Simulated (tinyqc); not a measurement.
Comparisons within one model: exchange-split free-electron bands and tunnelling magnetoresistance. A value that a table varies takes the place of the one given here.

Majority and minority bands E = c k^2/m -/+ Dx/2, c = hbar^2/2m0, so k_up = sqrt(m (EF + Dx/2)/c), k_dn = sqrt(m (EF - Dx/2)/c); n_s = k_s^3/(6 pi^2), D_s = m k_s/(4 pi^2 c).

Barrier: kappa = sqrt(mb phi/c), c = hbar^2/2m0. With a = k1/m, b = k2/m, w = kappa/mb, the transmission at normal incidence is T(k1, k2) = 4 a b w^2/[w^2 (a + b)^2 + (w^2 + a^2)(w^2 + b^2) sinh^2(kappa d)]. Parallel: G_P = T(up, up) + T(dn, dn); antiparallel: G_AP = 2 T(up, dn); TMR = (G_P - G_AP)/G_AP. Julliere: TMR = 2 P^2/(1 - P^2). Slonczewski factor: P_eff = P_k (w^2 - a_up a_dn)/(w^2 + a_up a_dn), P_k = (k_up - k_dn)/(k_up + k_dn).

Constants: hbar^2/2m0 = 3.80998211 eV angstrom^2.

Parameters, chosen for this exercise: EF = 4.35 eV (Fermi energy above the mean band bottom); Dx = 4.36 eV (exchange splitting); m = 1.33 m0 (mass in the electrodes); mb = 0.82 m0 (mass in the barrier); d = 16.6 angstrom (barrier thickness); phi = 0.8 eV (barrier height above EF).

## Barrier height

Results:
```
phi (eV)  w (1/angstrom)    P_eff  TMR (%)       G_P
0.20               0.253  -0.2260    10.74   0.00258
0.40               0.358  -0.1897     7.46  0.000244
0.70               0.473  -0.1442     4.24  1.42e-05
1.0                0.566  -0.1069     2.31  1.32e-06
1.5                0.693  -0.0577     0.67  4.59e-08
2.0                0.800  -0.0200     0.08  2.56e-09
3.0                0.980   0.0343     0.24  1.90e-11
4.0                1.132   0.0714     1.02  2.93e-13
6.0                1.386   0.1188     2.86  2.57e-16
10                 1.789   0.1674     5.77  3.47e-21
```

How do the results move?

P_eff vanishes where w^2 = a_up a_dn, at phi = 2.32 eV, inside the table; the lowest TMR listed is 0.08 % at 2 eV. TMR is 10.7 % at the lowest barrier and 5.8 % at the highest, against 15.6 % for Julliere with P_k; P_eff tends to +P_k for very high barriers and to -P_k for very low ones. G_P falls by 17.9 decades.

## Barrier thickness

Results:
```
d (angstrom)  kappa d       G_P      G_AP  TMR (%)
1               0.415      1.59      1.50     5.77
2               0.830     0.912     0.879     3.71
3               1.245     0.449     0.435     3.24
4               1.660     0.207     0.200     3.29
6               2.490    0.0407    0.0393     3.44
8               3.320   0.00778   0.00752     3.48
10              4.149   0.00148   0.00143     3.49
13              5.394  0.000123  0.000119     3.49
16              6.639  1.02e-05  9.85e-06     3.49
20              8.299  3.69e-07  3.56e-07     3.49
```

What does this show, and why?

For thick barriers each angstrom costs a factor exp(2 kappa) = 2.29 in both conductances, and TMR settles at 3.49 % (the interface factor, which vanishes at (kappa/mb)^2 = k_up k_dn/m^2, reduces it below the value from the polarisation of k alone); it is within 0.1 point of that from d = 6 angstrom on. At 1 angstrom it is 5.77 %, where the barrier is thin and the mismatch of k_up and k_dn starts to rule, as it does fully for d -> 0.

## Exchange splitting

Dx takes the listed multiples of 2 EF.

Results:
```
Dx/(2 EF)    k_up    k_dn     P_k    P_eff  TMR (%)
0.10       1.2924  1.1690  0.0501  -0.0270     0.15
0.20       1.3499  1.1022  0.1010  -0.0539     0.58
0.35       1.4318  0.9935  0.1807  -0.0934     1.76
0.50       1.5092  0.8714  0.2679  -0.1307     3.47
0.65       1.5829  0.7290  0.3693  -0.1611     5.33
0.80       1.6533  0.5511  0.5000  -0.1679     5.80
0.90       1.6986  0.3897  0.6268  -0.1175     2.80
0.97       1.7296  0.2134  0.7803   0.0795     1.27
```

How do the results move?

P_k rises from 0.050 to 0.780, and TMR goes from 0.15 % to 1.3 %, not steadily: its largest value is 5.80 % at 0.8 and its smallest 0.15 % at 0.1; P_eff changes sign along the table. At Dx = 2 EF the minority band is empty (a half metal) and G_AP vanishes.

## What moves the magnetoresistance

All results formed anew. Each row changes one parameter from the base and keeps the others.

Results:
```
case                  P_k    P_eff  TMR (%)       G_P
base               0.2687  -0.1309     3.49  6.20e-06
Dx = 4.578 eV      0.2844  -0.1367     3.81  6.22e-06
EF = 4.785 eV      0.2410  -0.1285     3.36  5.90e-06
phi = 1.04 eV      0.2687  -0.1024     2.12  9.87e-07
mb = 0.656 m0      0.2687  -0.1069     2.31  2.88e-05
d = 18.6 angstrom  0.2687  -0.1309     3.49  1.18e-06
m = 1.596 m0       0.2687  -0.1114     2.51  6.64e-06
```

How do the results move?

The largest shifts from the base row, up to three for each result and ties (the steps differ in size, so this ranks the rows, not the parameters). P_k: EF -0.0276, Dx +0.0157; unchanged at the printed digits by phi, mb, d and m. P_eff: phi +0.0285, mb +0.0241, m +0.0195; unchanged at the printed digits by d. TMR (%): phi -1.37, mb -1.18, m -0.97; unchanged at the printed digits by d. G_P: mb +2.26e-05, phi -5.21e-06, d -5.02e-06.

Computed by tinyqc, a small Python program: `OMP_NUM_THREADS=1 python tinyqc.py 1650555 1650556 out.jsonl` (the numbers bound the seed that draws the inputs); one thread of a shared host (Intel(R) Xeon(R) Processor @ 2.30GHz), about 0.01 s for the whole set of steps.
